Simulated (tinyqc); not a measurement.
ROHF in the 6-31g basis, for H2-, spin multiplicity 2, step by step. The basis has no diffuse functions, so it cannot describe the extra electron: this is an exercise in the method, not the real anion. Computed by tinyqc, a small Python program that keeps every step (integrals from PySCF). Settings: charge = -1, multiplicity = 2, basis = 6-31g, energy threshold = 1e-09, iteration cap = 51, orthogonalisation = canonical, start = highest core orbitals, DIIS depth = 6, method = ROHF. Command: `OMP_NUM_THREADS=1 python tinyqc.py 30652 30653 out.jsonl` (the two numbers bound the seeds that draw the settings). One thread of a shared host (Intel(R) Xeon(R) Processor @ 2.60GHz), about 0.04 s of CPU time with the checks. Later iterations appear only in the table of the cycle.

## One-electron integrals

Geometry (angstrom):
```
atom         x         y         z
H     0.000000  0.000000  0.000000
H     0.000000  0.000000  1.367000
```

Basis 6-31g: exponents (1/bohr^2) and contraction coefficients of normalised primitives:
```
element  l (shell)   exponent  coefficient
H            s (1)  18.731137     0.033495
H            s (1)   2.825394     0.234727
H            s (1)   0.640122     0.813757
H            s (2)   0.161278     1.000000
```

Overlap, kinetic and nuclear-attraction integrals over the contracted functions; the nuclear repulsion is the sum of Za Zb / Rab.

nuclear repulsion = 0.38710842 hartree

overlap S, order 1H 1s, 1H 2s, 2H 1s, 2H 2s:
$$\begin{pmatrix}
1.000000 & 0.658292 & 0.086454 & 0.274026 \\
0.658292 & 1.000000 & 0.274026 & 0.583845 \\
0.086454 & 0.274026 & 1.000000 & 0.658292 \\
0.274026 & 0.583845 & 0.658292 & 1.000000
\end{pmatrix}$$

kinetic energy T (hartree), order 1H 1s, 1H 2s, 2H 1s, 2H 2s:
$$\begin{pmatrix}
1.395678 & 0.259735 & -0.049161 & 0.044723 \\
0.259735 & 0.241917 & 0.044723 & 0.090572 \\
-0.049161 & 0.044723 & 1.395678 & 0.259735 \\
0.044723 & 0.090572 & 0.259735 & 0.241917
\end{pmatrix}$$

nuclear attraction V (hartree), order 1H 1s, 1H 2s, 2H 1s, 2H 2s:
$$\begin{pmatrix}
-2.040330 & -0.996899 & -0.134534 & -0.416370 \\
-0.996899 & -1.013249 & -0.416370 & -0.633247 \\
-0.134534 & -0.416370 & -2.040330 & -0.996899 \\
-0.416370 & -0.633247 & -0.996899 & -1.013249
\end{pmatrix}$$

core Hamiltonian H = T + V (hartree), order 1H 1s, 1H 2s, 2H 1s, 2H 2s:
$$\begin{pmatrix}
-0.644652 & -0.737164 & -0.183696 & -0.371648 \\
-0.737164 & -0.771333 & -0.371648 & -0.542675 \\
-0.183696 & -0.371648 & -0.644652 & -0.737164 \\
-0.371648 & -0.542675 & -0.737164 & -0.771333
\end{pmatrix}$$

## Two-electron integrals

Functions are numbered as in S; the eight-fold symmetry (ij|kl) = (ji|kl) = (kl|ij) leaves the list below.

Two-electron integrals (ij|kl) in chemists' order, unique and non-zero (hartree):
```
(11|11) 1.076566   (21|11) 0.578470   (21|21) 0.329423   (22|11) 0.587396
(22|21) 0.361304   (22|22) 0.453150   (31|11) 0.059925   (31|21) 0.036181
(31|22) 0.043347   (31|31) 0.006753   (32|11) 0.126848   (32|21) 0.081339
(32|22) 0.110721   (32|31) 0.017266   (32|32) 0.056216   (33|11) 0.386459
(33|21) 0.253051   (33|22) 0.364751   (33|31) 0.059925   (33|32) 0.229034
(33|33) 1.076566   (41|11) 0.229034   (41|21) 0.131933   (41|22) 0.147364
(41|31) 0.017266   (41|32) 0.039965   (41|33) 0.126848   (41|41) 0.056216
(42|11) 0.297459   (42|21) 0.186103   (42|22) 0.242640   (42|31) 0.028919
(42|32) 0.083113   (42|33) 0.297459   (42|41) 0.083113   (42|42) 0.154467
(43|11) 0.253051   (43|21) 0.164890   (43|22) 0.235401   (43|31) 0.036181
(43|32) 0.131933   (43|33) 0.578470   (43|41) 0.081339   (43|42) 0.186103
(43|43) 0.329423   (44|11) 0.364751   (44|21) 0.235401   (44|22) 0.332008
(44|31) 0.043347   (44|32) 0.147364   (44|33) 0.587396   (44|41) 0.110721
(44|42) 0.242640   (44|43) 0.361304   (44|44) 0.453150
```

## Orthogonalisation

S = U s U^T; canonical form X = U s^(-1/2), so that X^T S X = 1. Each column of U has its largest component positive (the first on a tie).

eigenvalues of S: [0.207128, 0.370232, 1.122573, 2.300067]

X, order 1H 1s, 1H 2s, 2H 1s, 2H 2s:
$$\begin{pmatrix}
-0.742422 & 0.921570 & 0.586263 & 0.284039 \\
1.364835 & -0.707965 & 0.318906 & 0.369739 \\
0.742422 & 0.921570 & -0.586263 & 0.284039 \\
-1.364835 & -0.707965 & -0.318906 & 0.369739
\end{pmatrix}$$

## Starting guess

The start is the highest orbitals of the core Hamiltonian (a deliberately bad start); D(s) = C_occ C_occ^T for each spin.

D(alpha) at the start, order 1H 1s, 1H 2s, 2H 1s, 2H 2s:
$$\begin{pmatrix}
1.570714 & -1.732105 & 0.072982 & 0.417200 \\
-1.732105 & 2.068110 & 0.417200 & -1.016227 \\
0.072982 & 0.417200 & 1.570714 & -1.732105 \\
0.417200 & -1.016227 & -1.732105 & 2.068110
\end{pmatrix}$$

D(beta) at the start, order 1H 1s, 1H 2s, 2H 1s, 2H 2s:
$$\begin{pmatrix}
0.748866 & -1.074652 & -0.748866 & 1.074652 \\
-1.074652 & 1.542169 & 1.074652 & -1.542169 \\
-0.748866 & 1.074652 & 0.748866 & -1.074652 \\
1.074652 & -1.542169 & -1.074652 & 1.542169
\end{pmatrix}$$

## Iteration 1: building the Fock matrix

J_ij = sum D_kl (ij|kl) with D = D(alpha) + D(beta), K_ij = sum D_kl (ik|jl) for each spin; F = H + J - K(s); E = tr D H + tr D J / 2 - 0.5 sum_s tr D(s) K(s) + E_nn.

Coulomb J (hartree), order 1H 1s, 1H 2s, 2H 1s, 2H 2s:
$$\begin{pmatrix}
1.622171 & 0.943396 & 0.130715 & 0.398413 \\
0.943396 & 1.163529 & 0.398413 & 0.709074 \\
0.130715 & 0.398413 & 1.622171 & 0.943396 \\
0.398413 & 0.709074 & 0.943396 & 1.163529
\end{pmatrix}$$

exchange K(alpha) (hartree), order 1H 1s, 1H 2s, 2H 1s, 2H 2s:
$$\begin{pmatrix}
0.397269 & 0.051674 & 0.005990 & 0.023251 \\
0.051674 & 0.089183 & 0.023251 & 0.049221 \\
0.005990 & 0.023251 & 0.397269 & 0.051674 \\
0.023251 & 0.049221 & 0.051674 & 0.089183
\end{pmatrix}$$

exchange K(beta) (hartree), order 1H 1s, 1H 2s, 2H 1s, 2H 2s:
$$\begin{pmatrix}
0.198913 & 0.031297 & -0.039162 & 0.027960 \\
0.031297 & 0.038411 & 0.027960 & 0.010210 \\
-0.039162 & 0.027960 & 0.198913 & 0.031297 \\
0.027960 & 0.010210 & 0.031297 & 0.038411
\end{pmatrix}$$

F(alpha) (hartree), order 1H 1s, 1H 2s, 2H 1s, 2H 2s:
$$\begin{pmatrix}
0.580250 & 0.154558 & -0.058971 & 0.003514 \\
0.154558 & 0.303014 & 0.003514 & 0.117178 \\
-0.058971 & 0.003514 & 0.580250 & 0.154558 \\
0.003514 & 0.117178 & 0.154558 & 0.303014
\end{pmatrix}$$

F(beta) (hartree), order 1H 1s, 1H 2s, 2H 1s, 2H 2s:
$$\begin{pmatrix}
0.778606 & 0.174936 & -0.013819 & -0.001196 \\
0.174936 & 0.353785 & -0.001196 & 0.156189 \\
-0.013819 & -0.001196 & 0.778606 & 0.174936 \\
-0.001196 & 0.156189 & 0.174936 & 0.353785
\end{pmatrix}$$

total energy of this density = 2.05057305 hartree

## Iteration 1: Roothaan effective Fock matrix

With projectors Pc = D(beta) S, Po = (D(alpha) - D(beta)) S, Pv = 1 - D(alpha) S, the block xy is Px^T F Py; with Fc = (F(alpha) + F(beta))/2, the blocks are Fc for cc, oo, vv and cv, F(beta) for co and F(alpha) for ov.

effective F (hartree), order 1H 1s, 1H 2s, 2H 1s, 2H 2s:
$$\begin{pmatrix}
0.658012 & 0.161884 & -0.057811 & -0.001705 \\
0.161884 & 0.354705 & -0.001705 & 0.162990 \\
-0.057811 & -0.001705 & 0.658012 & 0.161884 \\
-0.001705 & 0.162990 & 0.161884 & 0.354705
\end{pmatrix}$$

## Iteration 1: diagonalisation and new density

Diagonalise F' = X^T F X, C = X C', fill 2 alpha and 1 beta electrons from the bottom; D(s) = C_occ C_occ^T. Each column has its largest component positive (the first on a tie).

F' = X^T F X (hartree):
$$\begin{pmatrix}
0.840310 & 0.000000 & -0.271912 & 0.000000 \\
0.000000 & 1.120414 & 0.000000 & 0.087931 \\
-0.271912 & 0.000000 & 0.653398 & 0.000000 \\
0.000000 & 0.087931 & 0.000000 & 0.305679
\end{pmatrix}$$

orbital energies (hartree): MO1 0.296297, MO2 0.459329, MO3 1.034379, MO4 1.129796

coefficients C, order 1H 1s, 1H 2s, 2H 1s, 2H 2s:
$$\begin{pmatrix}
0.184662 & 0.045894 & 0.944875 & 0.946503 \\
0.442764 & 1.052450 & -0.925648 & -0.664742 \\
0.184662 & -0.045894 & -0.944875 & 0.946503 \\
0.442764 & -1.052450 & 0.925648 & -0.664742
\end{pmatrix}$$

D(alpha) after iteration 1, order 1H 1s, 1H 2s, 2H 1s, 2H 2s:
$$\begin{pmatrix}
0.036206 & 0.130063 & 0.031994 & 0.033460 \\
0.130063 & 1.303690 & 0.033460 & -0.911611 \\
0.031994 & 0.033460 & 0.036206 & 0.130063 \\
0.033460 & -0.911611 & 0.130063 & 1.303690
\end{pmatrix}$$

D(beta) after iteration 1, order 1H 1s, 1H 2s, 2H 1s, 2H 2s:
$$\begin{pmatrix}
0.034100 & 0.081762 & 0.034100 & 0.081762 \\
0.081762 & 0.196040 & 0.081762 & 0.196040 \\
0.034100 & 0.081762 & 0.034100 & 0.081762 \\
0.081762 & 0.196040 & 0.081762 & 0.196040
\end{pmatrix}$$

## Iteration 2: building the Fock matrix

As before.

Coulomb J (hartree), order 1H 1s, 1H 2s, 2H 1s, 2H 2s:
$$\begin{pmatrix}
1.547323 & 0.950362 & 0.136563 & 0.407931 \\
0.950362 & 1.215212 & 0.407931 & 0.748363 \\
0.136563 & 0.407931 & 1.547323 & 0.950362 \\
0.407931 & 0.748363 & 0.950362 & 1.215212
\end{pmatrix}$$

exchange K(alpha) (hartree), order 1H 1s, 1H 2s, 2H 1s, 2H 2s:
$$\begin{pmatrix}
0.477983 & 0.448919 & 0.102751 & 0.207492 \\
0.448919 & 0.504394 & 0.207492 & 0.313345 \\
0.102751 & 0.207492 & 0.477983 & 0.448919 \\
0.207492 & 0.313345 & 0.448919 & 0.504394
\end{pmatrix}$$

exchange K(beta) (hartree), order 1H 1s, 1H 2s, 2H 1s, 2H 2s:
$$\begin{pmatrix}
0.309142 & 0.304265 & 0.160409 & 0.234460 \\
0.304265 & 0.354159 & 0.234460 & 0.313100 \\
0.160409 & 0.234460 & 0.309142 & 0.304265 \\
0.234460 & 0.313100 & 0.304265 & 0.354159
\end{pmatrix}$$

F(alpha) (hartree), order 1H 1s, 1H 2s, 2H 1s, 2H 2s:
$$\begin{pmatrix}
0.424688 & -0.235720 & -0.149885 & -0.171209 \\
-0.235720 & -0.060515 & -0.171209 & -0.107657 \\
-0.149885 & -0.171209 & 0.424688 & -0.235720 \\
-0.171209 & -0.107657 & -0.235720 & -0.060515
\end{pmatrix}$$

F(beta) (hartree), order 1H 1s, 1H 2s, 2H 1s, 2H 2s:
$$\begin{pmatrix}
0.593529 & -0.091066 & -0.207542 & -0.198177 \\
-0.091066 & 0.089720 & -0.198177 & -0.107412 \\
-0.207542 & -0.198177 & 0.593529 & -0.091066 \\
-0.198177 & -0.107412 & -0.091066 & 0.089720
\end{pmatrix}$$

total energy of this density = -0.91731531 hartree

## Iteration 2: Roothaan effective Fock matrix

As before.

effective F (hartree), order 1H 1s, 1H 2s, 2H 1s, 2H 2s:
$$\begin{pmatrix}
0.496842 & -0.169387 & -0.166447 & -0.178700 \\
-0.169387 & 0.015149 & -0.178700 & -0.108080 \\
-0.166447 & -0.178700 & 0.496842 & -0.169387 \\
-0.178700 & -0.108080 & -0.169387 & 0.015149
\end{pmatrix}$$

## Iteration 2: DIIS over 2 matrices

error matrix X^T (FDS - SDF) X:
$$\begin{pmatrix}
0.000000 & 0.000000 & 0.164841 & 0.000000 \\
0.000000 & 0.000000 & 0.000000 & -0.072188 \\
-0.164841 & 0.000000 & 0.000000 & 0.000000 \\
0.000000 & 0.072188 & 0.000000 & 0.000000
\end{pmatrix}$$

B (overlaps of the stored error matrices):
$$\begin{pmatrix}
3.2958234e-01 & 1.4546315e-01 \\
1.4546315e-01 & 6.4767640e-02
\end{pmatrix}$$

Minimise |sum c_i e_i|^2 with sum c_i = 1: solve [B -1; -1 0][c; lambda] = [0; -1] with B_ij = tr e_i^T e_j, and take F = sum c_i F_i.

DIIS coefficients: [-0.780242, 1.780242]

extrapolated F (hartree), order 1H 1s, 1H 2s, 2H 1s, 2H 2s:
$$\begin{pmatrix}
0.371090 & -0.427858 & -0.251209 & -0.316799 \\
-0.427858 & -0.249788 & -0.316799 & -0.319581 \\
-0.251209 & -0.316799 & 0.371090 & -0.427858 \\
-0.316799 & -0.319581 & -0.427858 & -0.249788
\end{pmatrix}$$

## Iteration 2: diagonalisation and new density

As before.

F' = X^T F X (hartree):
$$\begin{pmatrix}
1.396161 & 0.000000 & -0.606100 & 0.000000 \\
0.000000 & 1.576248 & 0.000000 & 0.152857 \\
-0.606100 & 0.000000 & 0.358914 & 0.000000 \\
0.000000 & 0.152857 & 0.000000 & -0.449146
\end{pmatrix}$$

orbital energies (hartree): MO1 -0.460617, MO2 0.079836, MO3 1.587720, MO4 1.675239

coefficients C, order 1H 1s, 1H 2s, 2H 1s, 2H 2s:
$$\begin{pmatrix}
0.214278 & 0.222012 & 0.940241 & -0.919568 \\
0.421682 & 0.860505 & -0.678311 & 1.106348 \\
0.214278 & -0.222012 & 0.940241 & 0.919568 \\
0.421682 & -0.860505 & -0.678311 & -1.106348
\end{pmatrix}$$

D(alpha) after iteration 2, order 1H 1s, 1H 2s, 2H 1s, 2H 2s:
$$\begin{pmatrix}
0.095204 & 0.281399 & -0.003374 & -0.100685 \\
0.281399 & 0.918285 & -0.100685 & -0.562653 \\
-0.003374 & -0.100685 & 0.095204 & 0.281399 \\
-0.100685 & -0.562653 & 0.281399 & 0.918285
\end{pmatrix}$$

D(beta) after iteration 2, order 1H 1s, 1H 2s, 2H 1s, 2H 2s:
$$\begin{pmatrix}
0.045915 & 0.090357 & 0.045915 & 0.090357 \\
0.090357 & 0.177816 & 0.090357 & 0.177816 \\
0.045915 & 0.090357 & 0.045915 & 0.090357 \\
0.090357 & 0.177816 & 0.090357 & 0.177816
\end{pmatrix}$$

## Iteration 3: building the Fock matrix

As before.

Coulomb J (hartree), order 1H 1s, 1H 2s, 2H 1s, 2H 2s:
$$\begin{pmatrix}
1.637157 & 0.994354 & 0.143343 & 0.427191 \\
0.994354 & 1.250238 & 0.427191 & 0.772746 \\
0.143343 & 0.427191 & 1.637157 & 0.994354 \\
0.427191 & 0.772746 & 0.994354 & 1.250238
\end{pmatrix}$$

exchange K(alpha) (hartree), order 1H 1s, 1H 2s, 2H 1s, 2H 2s:
$$\begin{pmatrix}
0.590266 & 0.498231 & 0.081525 & 0.211712 \\
0.498231 & 0.511433 & 0.211712 & 0.319873 \\
0.081525 & 0.211712 & 0.590266 & 0.498231 \\
0.211712 & 0.319873 & 0.498231 & 0.511433
\end{pmatrix}$$

exchange K(beta) (hartree), order 1H 1s, 1H 2s, 2H 1s, 2H 2s:
$$\begin{pmatrix}
0.326322 & 0.312289 & 0.167222 & 0.239620 \\
0.312289 & 0.353463 & 0.239620 & 0.312137 \\
0.167222 & 0.239620 & 0.326322 & 0.312289 \\
0.239620 & 0.312137 & 0.312289 & 0.353463
\end{pmatrix}$$

F(alpha) (hartree), order 1H 1s, 1H 2s, 2H 1s, 2H 2s:
$$\begin{pmatrix}
0.402238 & -0.241040 & -0.121877 & -0.156168 \\
-0.241040 & -0.032527 & -0.156168 & -0.089803 \\
-0.121877 & -0.156168 & 0.402238 & -0.241040 \\
-0.156168 & -0.089803 & -0.241040 & -0.032527
\end{pmatrix}$$

F(beta) (hartree), order 1H 1s, 1H 2s, 2H 1s, 2H 2s:
$$\begin{pmatrix}
0.666183 & -0.055099 & -0.207575 & -0.184076 \\
-0.055099 & 0.125443 & -0.184076 & -0.082066 \\
-0.207575 & -0.184076 & 0.666183 & -0.055099 \\
-0.184076 & -0.082066 & -0.055099 & 0.125443
\end{pmatrix}$$

total energy of this density = -0.94800596 hartree

## Iteration 3: Roothaan effective Fock matrix

As before.

effective F (hartree), order 1H 1s, 1H 2s, 2H 1s, 2H 2s:
$$\begin{pmatrix}
0.514267 & -0.153785 & -0.144783 & -0.164407 \\
-0.153785 & 0.050734 & -0.164407 & -0.090211 \\
-0.144783 & -0.164407 & 0.514267 & -0.153785 \\
-0.164407 & -0.090211 & -0.153785 & 0.050734
\end{pmatrix}$$

## Iteration 3: DIIS over 3 matrices

error matrix X^T (FDS - SDF) X:
$$\begin{pmatrix}
0.000000 & 0.000000 & -0.012323 & 0.000000 \\
0.000000 & 0.000000 & 0.000000 & 0.023292 \\
0.012323 & 0.000000 & 0.000000 & 0.000000 \\
0.000000 & -0.023292 & 0.000000 & 0.000000
\end{pmatrix}$$

B (overlaps of the stored error matrices):
$$\begin{pmatrix}
3.2958234e-01 & 1.4546315e-01 & -1.5432412e-02 \\
1.4546315e-01 & 6.4767640e-02 & -7.4255608e-03 \\
-1.5432412e-02 & -7.4255608e-03 & 1.3887828e-03
\end{pmatrix}$$

As before.

DIIS coefficients: [-0.261257, 0.656138, 0.605118]

extrapolated F (hartree), order 1H 1s, 1H 2s, 2H 1s, 2H 2s:
$$\begin{pmatrix}
0.465280 & -0.246492 & -0.181719 & -0.216292 \\
-0.246492 & -0.052029 & -0.216292 & -0.168086 \\
-0.181719 & -0.216292 & 0.465280 & -0.246492 \\
-0.216292 & -0.168086 & -0.246492 & -0.052029
\end{pmatrix}$$

## Iteration 3: diagonalisation and new density

As before.

F' = X^T F X (hartree):
$$\begin{pmatrix}
1.268020 & 0.000000 & -0.496219 & 0.000000 \\
0.000000 & 1.468755 & 0.000000 & 0.134431 \\
-0.496219 & 0.000000 & 0.445773 & 0.000000 \\
0.000000 & 0.134431 & 0.000000 & -0.208835
\end{pmatrix}$$

orbital energies (hartree): MO1 -0.219539, MO2 0.212493, MO3 1.479459, MO4 1.501300

coefficients C, order 1H 1s, 1H 2s, 2H 1s, 2H 2s:
$$\begin{pmatrix}
0.209994 & 0.214698 & 0.941207 & -0.921303 \\
0.424766 & 0.869269 & -0.676384 & 1.099476 \\
0.209994 & -0.214698 & 0.941207 & 0.921303 \\
0.424766 & -0.869269 & -0.676384 & -1.099476
\end{pmatrix}$$

D(alpha) after iteration 3, order 1H 1s, 1H 2s, 2H 1s, 2H 2s:
$$\begin{pmatrix}
0.090193 & 0.275829 & -0.001998 & -0.097432 \\
0.275829 & 0.936054 & -0.097432 & -0.575202 \\
-0.001998 & -0.097432 & 0.090193 & 0.275829 \\
-0.097432 & -0.575202 & 0.275829 & 0.936054
\end{pmatrix}$$

D(beta) after iteration 3, order 1H 1s, 1H 2s, 2H 1s, 2H 2s:
$$\begin{pmatrix}
0.044098 & 0.089199 & 0.044098 & 0.089199 \\
0.089199 & 0.180426 & 0.089199 & 0.180426 \\
0.044098 & 0.089199 & 0.044098 & 0.089199 \\
0.089199 & 0.180426 & 0.089199 & 0.180426
\end{pmatrix}$$

## Iteration 10 (converged): orbitals

converged F (hartree), order 1H 1s, 1H 2s, 2H 1s, 2H 2s:
$$\begin{pmatrix}
0.511857 & -0.155695 & -0.145042 & -0.165085 \\
-0.155695 & 0.046348 & -0.165085 & -0.092645 \\
-0.145042 & -0.165085 & 0.511857 & -0.155695 \\
-0.165085 & -0.092645 & -0.155695 & 0.046348
\end{pmatrix}$$

As before.

F' = X^T F X (hartree):
$$\begin{pmatrix}
1.203917 & 0.000000 & -0.440260 & 0.000000 \\
0.000000 & 1.413812 & 0.000000 & 0.126680 \\
-0.440260 & 0.000000 & 0.486852 & 0.000000 \\
0.000000 & 0.126680 & 0.000000 & -0.088224
\end{pmatrix}$$

orbital energies (hartree): MO1 -0.098833, MO2 0.277604, MO3 1.413165, MO4 1.424421

coefficients C, order 1H 1s, 1H 2s, 2H 1s, 2H 2s:
$$\begin{pmatrix}
0.206138 & 0.210805 & -0.922202 & 0.942059 \\
0.427532 & 0.873905 & 1.095794 & -0.674639 \\
0.206138 & -0.210805 & 0.922202 & 0.942059 \\
0.427532 & -0.873905 & -1.095794 & -0.674639
\end{pmatrix}$$

D(alpha) after iteration 10, order 1H 1s, 1H 2s, 2H 1s, 2H 2s:
$$\begin{pmatrix}
0.086932 & 0.272354 & -0.001945 & -0.096092 \\
0.272354 & 0.946494 & -0.096092 & -0.580926 \\
-0.001945 & -0.096092 & 0.086932 & 0.272354 \\
-0.096092 & -0.580926 & 0.272354 & 0.946494
\end{pmatrix}$$

D(beta) after iteration 10, order 1H 1s, 1H 2s, 2H 1s, 2H 2s:
$$\begin{pmatrix}
0.042493 & 0.088131 & 0.042493 & 0.088131 \\
0.088131 & 0.182784 & 0.088131 & 0.182784 \\
0.042493 & 0.088131 & 0.042493 & 0.088131 \\
0.088131 & 0.182784 & 0.088131 & 0.182784
\end{pmatrix}$$

## Convergence

Stop when the energy changes by less than 1e-09 hartree and every element of the error matrix X^T (F D S - S D F) X is below 9e-06.

Course of the cycle:
```
iteration  E (hartree)     change  largest element of the error matrix
1           2.05057305          -                             3.85e-01
2          -0.91731531  -2.97e+00                             1.65e-01
3          -0.94800596  -3.07e-02                             2.33e-02
4          -0.94829422  -2.88e-04                             1.09e-02
5          -0.94831529  -2.11e-05                             8.87e-03
6          -0.94832575  -1.05e-05                             7.68e-03
7          -0.94833217  -6.42e-06                             6.85e-03
8          -0.94835725  -2.51e-05                             3.15e-05
9          -0.94835725  -1.32e-09                             2.93e-07
10         -0.94835725  -8.30e-14                             1.46e-07
```

PySCF ROHF in the same basis = -0.94835725 hartree

Converged in 10 iterations.

## Populations, bond orders and dipole

Mulliken: Z minus the diagonal of D S on the atom; Loewdin: the same with S^(1/2) D S^(1/2); Mayer order: 2 sum_s sum (D(s) S)_ij (D(s) S)_ji over the two atoms.

Charges (e):
```
atom   Mulliken    Loewdin  Mulliken spin
1H    -0.500000  -0.500000       0.500000
2H    -0.500000  -0.500000       0.500000
```

Mayer bond orders:
```
pair     order
2-1   0.434283
```

dipole moment about the origin, x y z (debye): [0.000000, 0.000000, -3.282990]
